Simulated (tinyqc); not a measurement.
From results back to parameters: defect-molecule model of a vacancy with Jahn-Teller distortion. Four cases, with inputs chosen for the exercise.

Problem. With et the undistorted t2 level, Uc the repulsion of two electrons, I the Jahn-Teller coupling and k the force constant, the levels above Ev are E(2+/+) = et - E_JT, E(+/0) = et - 3 E_JT + Uc, the Stokes shift of the first transition is 2 E_JT, E_JT = 2 I^2/k and the distortion of the + state is 2 I/k. The values below come from hidden parameters.

Find: et, Uc; I; k.

Method. E_JT is half the Stokes shift; et = E(2+/+) + E_JT; Uc = E(+/0) - E(2+/+) + 2 E_JT; with Q the distortion, I = E_JT/Q and k = 2 E_JT/Q^2.

Case 1.

levels (eV): (2+/+) 0.14810, (+/0) 0.04429

Stokes shift = 0.263805 eV
distortion of + = 0.126829 angstrom

Solution.

et, Uc (eV): 0.280  0.160

I = 1.04 eV/angstrom
k = 16.4 eV/angstrom^2

Case 2.

levels (eV): (2+/+) 0.05695, (+/0) 0.12086

Stokes shift = 0.366095 eV
distortion of + = 0.147619 angstrom

Solution.

et, Uc (eV): 0.240  0.430

I = 1.24 eV/angstrom
k = 16.8 eV/angstrom^2

Case 3.

levels (eV): (2+/+) 0.12970, (+/0) 0.07909

Stokes shift = 0.380604 eV
distortion of + = 0.154717 angstrom

Solution.

et, Uc (eV): 0.320  0.330

I = 1.23 eV/angstrom
k = 15.9 eV/angstrom^2

Case 4.

levels (eV): (2+/+) 0.08549, (+/0) 0.04648

Stokes shift = 0.329011 eV
distortion of + = 0.135955 angstrom

Solution.

et, Uc (eV): 0.250  0.290

I = 1.21 eV/angstrom
k = 17.8 eV/angstrom^2

Computed by tinyqc, one run a case: `OMP_NUM_THREADS=1 python tinyqc.py N N+1 out.jsonl` with N = 1481083, 1481112, 1481123, 1481189; one thread of a shared Intel(R) Xeon(R) Processor @ 2.30GHz, about 0.01 s a run at most.
